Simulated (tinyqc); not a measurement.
Peierls distortion of a half-filled chain: sweeps and comparisons. A value that a table varies takes the place of the one given here.

Atoms move by +/- u, so bonds change by -/+ 2u and hoppings are t +/- 2 al u. Bands E = -/+ sqrt((2 t cos x)^2 + D^2 sin^2 x) with D = 4 al u, x = k a in (0, pi/2); the gap is 2D. Energy per atom at zero temperature: E(u) = -mean_x sqrt(...) + 2 K u^2; exactly, the mean is (4t/pi) E(1 - z^2), z = D/2t, E the complete elliptic integral of the second kind with parameter m. Coupling lambda = 2 al^2/(pi t K).

Constants: kB = 8.617333262e-05 eV/K.

Values chosen for the exercise: t = 2.73 eV (hopping of the even chain); al = 4.5 eV/angstrom (change of hopping with bond length); K = 30.2 eV/angstrom^2 (spring constant of a bond).

## Energy against distortion

Exact means; both parts are counted from u = 0.

Energies per atom:
```
u (angstrom)  gap (eV)  electrons (meV)  springs (meV)  total (meV)
0.0018           0.065            -0.37           0.20        -0.17
0.0046           0.166            -2.03           1.28        -0.75
0.0092           0.331            -7.01           5.11        -1.90
0.0138           0.497           -14.31          11.50        -2.81
0.0184           0.662           -23.62          20.45        -3.17
0.0230           0.828           -34.69          31.95        -2.74
0.0276           0.994           -47.36          46.01        -1.35
0.0322           1.159           -61.50          62.63         1.13
0.0404           1.454           -89.96          98.58         8.63
```

What does this show, and why?

The ratio of electronic gain to elastic cost is 1.88 in the first row and 0.91 in the last: the gain goes as u^2 ln(1/u), so it wins at small u for any K. The total is lowest at u = 0.0184 angstrom and turns positive between 0.0276 and 0.0322.

## Gap against coupling

K is set by lambda; 4000 points.

Results:
```
lambda  K (eV/angstrom^2)  u0 (angstrom)  gap (eV)  16 t exp(-1 - 1/(2 lambda)) (eV)
0.10                 47.2         0.0030     0.108                             0.108
0.13                 36.3         0.0096     0.344                             0.343
0.16                 29.5         0.0198     0.712                             0.706
0.20                 23.6         0.0376     1.352                             1.319
0.25                 18.9         0.0639     2.300                             2.175
0.30                 15.7         0.0927     3.337                             3.035
0.40                 11.8         0.1538     5.536                             4.604
0.50                  9.4         0.2166     7.799                             5.911
```

How do the results move?

Doubling lambda from 0.1 to 0.2 multiplies the gap by 12.5 and from 0.2 to 0.4 by 4.1. The exponential form is within 2.5 % at 0.2 and 24 % at 0.5.

## A coarse mesh hides or distorts the instability

u0 from the gap equation K = 4 al^2 mean(sin^2 x/|E|) on the mesh x_j = (j + 1/2) pi/(2N); 0 where it has no root.

Results:
```
N     u0 (angstrom)  gap (eV)  smallest |E| at u = 0 (eV)
1            0.0000     0.000                       3.861
2            0.0000     0.000                       2.089
3            0.0000     0.000                       1.413
4            0.0000     0.000                       1.065
6            0.0000     0.000                       0.713
8            0.0089     0.319                       0.535
12           0.0166     0.596                       0.357
20           0.0182     0.656                       0.214
40           0.0184     0.662                       0.107
4000         0.0184     0.662                       0.001
```

What can be read from the table?

For N = 1, 2, 3, 4 and 6 no distortion is found: the mesh leaves its own gap at u = 0, which cuts off the logarithm. u0 is within 1 % of the last row from N = 20 on; the mesh must resolve D = 0.331 eV, and the coherence length xi/a = 2t/D is 16.5.

## Closing of the gap with temperature

The gap equation gains the factor tanh(|E|/2kT); 4000 points; Tp is where its root reaches zero.

Results:
```
T/Tp  T (K)  u (angstrom)   u/u0
0.20    432        0.0184  1.000
0.40    865        0.0181  0.985
0.60   1297        0.0167  0.908
0.70   1513        0.0153  0.830
0.80   1729        0.0131  0.713
0.90   1946        0.0097  0.528
0.95   2054        0.0070  0.381
0.99   2140        0.0032  0.174
```

Tp = 2162 K

What can be read from the table?

D(0)/(kB Tp) = 1.776, against 1.764 at weak coupling. u/u0 is 0.908 at 0.6 Tp and 0.528 at 0.9 Tp, and near Tp it goes as sqrt(1 - T/Tp): 2.20 between the last two rows against sqrt(5) = 2.24. In a single chain fluctuations forbid this transition; coupling between chains sets the real one, far lower.

## What moves the distortion

Exact means. Each row changes one parameter from the base and keeps the others.

Results:
```
case                     lambda  u0 (angstrom)  gap (eV)  E(u0) - E(0) (meV)
base                     0.1564         0.0184     0.662               -3.17
t = 2.867 eV             0.1489         0.0164     0.591               -2.41
al = 4.725 eV/angstrom   0.1724         0.0237     0.895               -5.77
K = 31.71 eV/angstrom^2  0.1489         0.0156     0.563               -2.30
```

How do the results move?

The largest shifts from the base row, up to three for each result and ties (the steps differ in size, so this ranks the rows, not the parameters). lambda: al +0.0160, t -0.0075, K -0.0074. u0 (angstrom): al +0.0053, K -0.0027, t -0.0020. gap (eV): al +0.234, K -0.099, t -0.071. E(u0) - E(0) (meV): al -2.61, K +0.87, t +0.76.

Run: tinyqc, `OMP_NUM_THREADS=1 python tinyqc.py 1650054 1650055 out.jsonl`; Intel(R) Xeon(R) Processor @ 2.30GHz, one thread, shared host; about 0.1 s of CPU time with all checks.
